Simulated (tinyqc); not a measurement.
Ways to converge the cycle: SCF convergence aids in the sto-3g basis, for BeH+, spin multiplicity 1. Computed by the program tinyqc with PySCF. RHF with one setting changed at a time; a run stops when the energy changes by less than 1e-09 hartree and the error matrix is below 1e-5. The start is random orbitals. Damping d keeps d of the old density; a shift (hartree) raises the virtual levels; DIIS n extrapolates F over n matrices.

Geometry (angstrom):
```
atom,x,y,z
Be,0.0000,0.0000,0.0000
H,0.0000,0.0000,1.6290
```

lowest restricted solution found by these runs and by PySCF = -14.639446 hartree

Largest element of the error matrix X^T (FDS - SDF) X:
```
iteration,plain,damping 0.3,damping 0.6,shift 0.4,DIIS 3,DIIS 8
1,3.4e+00,3.4e+00,3.4e+00,3.4e+00,3.4e+00,3.4e+00
2,2.9e-01,8.5e-01,1.9e+00,2.9e-01,2.9e-01,2.9e-01
3,7.8e-02,2.3e-01,1.0e+00,2.8e-01,8.0e-02,8.0e-02
4,2.3e-02,8.4e-02,5.9e-01,1.4e-01,3.0e-02,3.0e-02
5,9.6e-03,4.0e-02,3.4e-01,6.3e-02,4.4e-03,4.7e-03
6,4.5e-03,2.1e-02,2.0e-01,4.2e-02,1.7e-04,3.6e-04
8,1.1e-03,8.5e-03,6.7e-02,2.0e-02,8.4e-06,1.2e-05
10,2.5e-04,3.5e-03,3.2e-02,1.0e-02,-,-
14,1.4e-05,5.9e-04,9.6e-03,2.6e-03,-,-
20,-,4.1e-05,2.6e-03,3.8e-04,-,-
30,-,-,2.6e-04,1.6e-05,-,-
45,-,-,8.5e-06,-,-,-
```

How each run ends:
```
run,iterations,E (hartree),state
plain,15,-14.63945,lowest found
damping 0.3,24,-14.63945,lowest found
damping 0.6,47,-14.63945,lowest found
shift 0.4,32,-14.63945,lowest found
DIIS 3,9,-14.63945,lowest found
DIIS 8,9,-14.63945,lowest found
```

What does the comparison show, and why?

6 of 6 runs reach the lowest restricted solution found, in 9 to 47 iterations (fastest: DIIS 3, DIIS 8). Plain steps already contract here, so damping only slows them. DIIS 3 and DIIS 8 gain by cancelling the error over several earlier matrices, much as a quasi-Newton step does.
